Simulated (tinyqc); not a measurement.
Choosing the offset: vacuum evaporation: vapour pressure, source flux, thickness distribution, purity and step coverage. Computed by tinyqc, a small Python program. Command: `OMP_NUM_THREADS=1 python tinyqc.py 3111554 3111555 out.jsonl evap walk`. One thread of a shared host (Intel(R) Xeon(R) Processor @ 2.30GHz), about 0.01 s of CPU time with the checks.

Molecular flow, unit sticking of the metal, no re-evaporation. The background gas is taken as water vapour (18.015 g/mol, collision diameter 0.37 nm) at 300 K.

Inputs (values chosen for the exercise, modelled on indium, with constants for the liquid): directionality n = 1; source-to-wafer distance h = 19 cm; wafer radius R = 7.5 cm.

Method. Rotating wafer, source offset by s and facing upwards: thickness at radius r is the mean over the angle a of (1 + (r^2 + s^2 - 2 r s cos a)/h^2)^(-(n + 3)/2), by 360 equal steps; non-uniformity (max - min)/(max + min) over 21 radii from 0 to R. The curvature at the centre vanishes at s/h = sqrt(2/(n + 3)).

Against the offset:
```
s/h  centre thickness  edge over centre  non-uniformity (%)
0.0            1.0000            0.7486              14.380
0.2            0.9246            0.7766              12.575
0.4            0.7432            0.8495               8.137
0.5            0.6400            0.8943               5.582
0.6            0.5407            0.9391               3.139
0.7            0.4504            0.9807               0.974
0.8            0.3718            1.0167               0.826
0.9            0.3052            1.0459               2.241
1.1            0.2047            1.0842               4.039
```

What follows from these numbers?

The best row, s/h = 0.8, has 0.83 % against 14 % on the axis, at the price of a rate lower by a factor 2.69; the small-wafer optimum is sqrt(2/(n + 3)) = 0.71.

Extremes, crossings and ranges named in words are read from the listed rows.
